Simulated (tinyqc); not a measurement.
Inside a calculation. Model: composition and strain of an epitaxial Si(1-x)Ge(x) layer from Raman and X-ray peaks. Computed by tinyqc, a small Python program that keeps every step. Command: `OMP_NUM_THREADS=1 python tinyqc.py 3011208 3011209 out.jsonl epiraman walk`. One thread of a shared host (Intel(R) Xeon(R) Processor @ 2.30GHz), about 0.01 s of CPU time with the checks. Intermediate numbers are printed to about 7 digits and carried at full precision; extremes and crossings named in words are read from the listed rows.

A (001) layer, biaxially strained in the plane. The Raman peaks follow empirical lines omega = w0 + c1 x + c3 x^3 + b eps (c3 for Si-Ge alone), with eps the in-plane strain.

Inputs (values chosen for the exercise, modelled on silicon-germanium):

| quantity | value | unit |
|---|---|---|
| Ge fraction x | 0.25 | - |
| degree of relaxation R | 0.38 | - |
| Ge fraction y of the buffer | 0.05 | - |
| lattice constant of Si | 5.431 | angstrom |
| lattice constant of Ge | 5.658 | angstrom |
| bowing B | 0.028 | angstrom |
| 2 C12/C11 of Si | 0.771 | - |
| 2 C12/C11 of Ge | 0.75 | - |
| Si-Si: w0 | 521.1 | 1/cm |
| Si-Si: c1 | -69.8 | 1/cm |
| Si-Si: strain coefficient b | -683 | 1/cm |
| Si-Ge: w0 | 400.2 | 1/cm |
| Si-Ge: c1 | 25.1 | 1/cm |
| Si-Ge: c3 | -31.4 | 1/cm |
| Si-Ge: strain coefficient b | -538 | 1/cm |
| Ge-Ge: w0 | 280.2 | 1/cm |
| Ge-Ge: c1 | 18.7 | 1/cm |
| Ge-Ge: strain coefficient b | -479 | 1/cm |
| uncertainty of a Raman peak | 0.05 | 1/cm |
| X-ray wavelength | 1.540598 | angstrom |

Substrate: relaxed alloy buffer. Pair of peaks used: Si-Si and Si-Ge.

## Lattice constants and strain

Relaxed lattice constant a(x) = a_Si + (a_Ge - a_Si) x - B x (1 - x). In-plane constant a_par = a_sub + R (a(x) - a_sub); eps = a_par/a(x) - 1; eps_perp = -(2 C12/C11) eps with 2 C12/C11 linear in x; a_perp = a(x) (1 + eps_perp). The buffer has a_sub = a(y).

relaxed constant a(x) = 5.4825 angstrom

substrate constant a_sub = 5.44102 angstrom

a_par = 5.456782 angstrom

in-plane strain eps = -4.690853 per mille

strain along the normal = 3.592020 per mille

a_perp = 5.502193 angstrom

The layer is under compression in the plane and is stretched along the normal.

## Raman peaks

Insert x and eps in the three lines; the strain part is b eps.

Si-Si peak = 506.8539 1/cm

Si-Ge peak = 408.5081 1/cm

Ge-Ge peak = 287.1219 1/cm

strain parts (1/cm): Si-Si 3.203852, Si-Ge 2.523679, Ge-Ge 2.246918

Read as unstrained, the Si-Si peak would give x = 0.204 in place of 0.25.

## X-ray (004) reflection

Bragg angle theta = arcsin(2 lambda/a) for (004), for the substrate with a_sub and the layer with a_perp; separation in arc seconds.

theta of the substrate = 34.49193 degree

theta of the layer = 34.05539 degree

separation, layer less substrate = -1571.531 arcsec

## Back from two peaks to composition and strain

Unknowns x and eps (per mille). Newton steps: J d = (measured - model), J = [d omega/dx, d omega/d eps] for the two peaks; start at x = 0.5, eps = 0; stop when |d| < 1e-9. The peaks are rounded to 0.001 per cm; R = (a(x)(1 + eps) - a_sub)/(a(x) - a_sub).

peaks used (1/cm): Si-Si 506.854, Si-Ge 408.508

Iterations:

| step | x | eps (per mille) | residual 1 (1/cm) | residual 2 (1/cm) |
|---|---|---|---|---|
| 0 | 0.5000000 | 0.000000 | 20.654 | -3.170000e-01 |
| 1 | 0.2066031 | -0.256069 | 0.000 | 3.261408e+00 |
| 2 | 0.2494821 | -4.638145 | 0.000 | 3.825862e-02 |
| 3 | 0.2499976 | -4.690826 | 0.000 | 6.249203e-06 |
| 4 | 0.2499977 | -4.690835 | 0.000 | 0 |

recovered x = 0.2499977

recovered eps = -4.690835 per mille

recovered R = 0.38

## Which pair of peaks is best

For each pair invert J = [d omega/dx, d omega/d eps] at the true x. Independent errors of the given size in both peaks give sigma_x and sigma_eps = uncertainty x (norm of the rows of the inverse of J).

Error propagation:

| pair | det J | sigma_x | sigma_eps (per mille) |
|---|---|---|---|
| Si-Si and Si-Ge | 50.67454 | 8.578708e-04 | 0.07143218 |
| Si-Si and Ge-Ge | 46.2063 | 9.027169e-04 | 0.07819447 |
| Si-Ge and Ge-Ge | 0.8578125 | 0.04198684 | 1.562733 |

The pair Si-Si and Si-Ge fixes x best (sigma_x = 8.6e-4) and Si-Ge and Ge-Ge worst (0.042), a factor 49. Strain moves all peaks the same way, so a good pair needs different ratios of composition slope to strain coefficient, best of opposite sign; the slopes here are -69.8, 19.2 and 18.7 per cm for Si-Si, Si-Ge and Ge-Ge. Errors in the coefficients themselves are not counted.

## Relaxation at fixed composition

(004) Bragg angle theta = arcsin(2 lambda/a), with a = a_perp for the layer and a_sub for the substrate; separation = layer less substrate. The apparent x is the one that a fully strained layer (R = 0) would need to give the same a_perp.

Signatures:

| R | eps (per mille) | Si-Si (1/cm) | Ge-Ge (1/cm) | a_perp (angstrom) | (004) separation (arcsec) | apparent x if R = 0 is assumed |
|---|---|---|---|---|---|---|
| 0.00 | -7.565891 | 508.8175 | 288.4991 | 5.514263 | -1876.548 | 0.2500000 |
| 0.15 | -6.431008 | 508.0424 | 287.9555 | 5.509499 | -1756.342 | 0.2372832 |
| 0.30 | -5.296124 | 507.2673 | 287.4118 | 5.504734 | -1635.882 | 0.2245274 |
| 0.50 | -3.782946 | 506.2338 | 286.6870 | 5.498382 | -1474.869 | 0.2074583 |
| 0.70 | -2.269767 | 505.2003 | 285.9622 | 5.492029 | -1313.398 | 0.1903182 |
| 0.85 | -1.134884 | 504.4251 | 285.4186 | 5.487264 | -1191.993 | 0.1774160 |
| 1.00 | 0.000000 | 503.6500 | 284.8750 | 5.482500 | -1070.328 | 0.1644730 |

Full relaxation moves the Si-Si peak by -5.17 per cm and shrinks the X-ray separation to 57 % of its strained value, about 1/(1 + 2 C12/C11). A symmetric reflection alone cannot part x from R: a relaxed layer read as strained gives x = 0.164 in place of 0.25. An asymmetric reflection or a second peak is needed.

Checks made by the program: recovered composition (relative difference 9e-06).
